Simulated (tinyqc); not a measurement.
Channel length: inversion-layer mobility, back-scattering and ballistic limit of a field-effect transistor. Computed by tinyqc, a small Python program. Command: `OMP_NUM_THREADS=1 python tinyqc.py 3008687 3008688 out.jsonl mos walk`. One thread of a shared host (Intel(R) Xeon(R) Processor @ 2.30GHz), about 0.01 s of CPU time with the checks.

The charge at the top of the source barrier is fixed by the gate; series resistance and short-channel effects are left out. F_j are Fermi integrals normalised to exp(eta) in the classical limit.

Inputs (values chosen for the exercise, modelled on a strained silicon n-channel):
```
quantity                                       value        unit
transport mass m                                0.19         m_0
valley degeneracy g_v                              2           -
weight w of the inversion charge                 0.5           -
permittivity eps                                11.7           -
phonon mobility at 1 MV/cm and 300 K, mu_ph      650  cm^2/(V s)
roughness mobility at 1 MV/cm, mu_sr            2200  cm^2/(V s)
Coulomb mobility at N_inv = 1e12/cm^2, mu_C     1000  cm^2/(V s)
electrical oxide thickness t_inv                 3.7          nm
depletion charge N_dep                       2.4e+11      1/cm^2
gate overdrive V_G - V_T                        0.25           V
drain voltage V_D                               0.66           V
exponent a of the critical length               0.81           -
temperature T                                    300           K
```

Statistics at the top of the barrier: Fermi-Dirac.

Constants: eps_0 = 8.8541878128e-12 F/m; e = 1.602176634e-19 C; m_0 = 9.1093837015e-31 kg; k_B = 1.380649e-23 J/K; hbar = 1.054571817e-34 J s; k_B = 8.617333262e-05 eV/K.

Method:
- N_inv = 3.9 eps_0 (V_G - V_T)/(e t_inv); effective field E_eff = e (N_dep + w N_inv)/(eps eps_0).
- mu_phonon = mu_ph (E_eff/1 MV/cm)^(-0.3) (T/300 K)^(-1.75); mu_rough = mu_sr (E_eff/1 MV/cm)^(-2); mu_Coulomb = mu_C (N_inv/1e12 cm^-2) (T/300 K); Matthiessen's rule adds 1/mu.
- F_j(eta) = (1/Gamma(j + 1)) int_0^infinity x^j/(1 + exp(x - eta)) dx, F_0 = ln(1 + exp(eta)). Integrals over x = E/(k_B T) use 160 Gauss-Legendre points in u = sqrt(x) from 0 to sqrt(max(eta, 0) + 32).
- Ballistic channel: N_2D = g_v m k_B T/(pi hbar^2), U = e V_D/(k_B T); eta_F solves N_inv = (N_2D/2)[F_0(eta_F) + F_0(eta_F - U)]; v_T = sqrt(2 k_B T/(pi m)); I/W = e (N_2D/2) v_T [F_1/2(eta_F) - F_1/2(eta_F - U)]; injection velocity v_T F_1/2(eta_F)/F_0(eta_F).
- Mean free path lambda = (2 k_B T/e)(mu/v_T) F_0(eta_0)/F_-1/2(eta_0), with eta_0 from N_inv = N_2D F_0(eta_0); critical length l = L (1 + U)^(-a), an empirical rule; back-scattering r = l/(l + lambda). Then eta solves N_inv = (N_2D/2)[(1 + r) F_0(eta) + (1 - r) F_0(eta - U)] and I/W = e (N_2D/2) v_T (1 - r)[F_1/2(eta) - F_1/2(eta - U)].
- The last column is the long-channel law e N_inv mu V/L with V = V_D - V_D^2/(2 V_ov) below pinch-off and V_ov/2 above, V_ov = V_G - V_T.

inversion density N_inv = 1.45627e+12 1/cm^2

effective mobility mu = 638.081 cm^2/(V s)

ballistic current I/W = 318.631 microampere/micrometre

Currents (microampere/micrometre):
```
L (nm)        r     I/W  ballistic ratio  long-channel law
5       0.01209  310.65          0.97497            3721.9
10      0.02389  303.07          0.95115            1861.0
20      0.04667  288.95          0.90685             930.5
40      0.08917  264.32          0.82955             465.2
80      0.16374  225.82          0.70870             232.6
160     0.28140  174.85          0.54876             116.3
400     0.49469  104.24          0.32716              46.5
1000    0.70993   51.87          0.16278              18.6
```

What does the comparison show, and why?

The current scales as L^-0.76 at the long end and as L^-0.04 at the short end, where it reaches 97 % of the ballistic 319. The long-channel law passes the ballistic limit between 40.0 and 80.0 nm and has no meaning below. At 1000 nm the model gives 2.79 times the long-channel law; the rule for l is a fit for short devices and fails wherever the model exceeds that law. Raising mu by 10 % at 20 nm raises I by 0.9 %.

Extremes, crossings and ranges named in words are read from the listed rows.
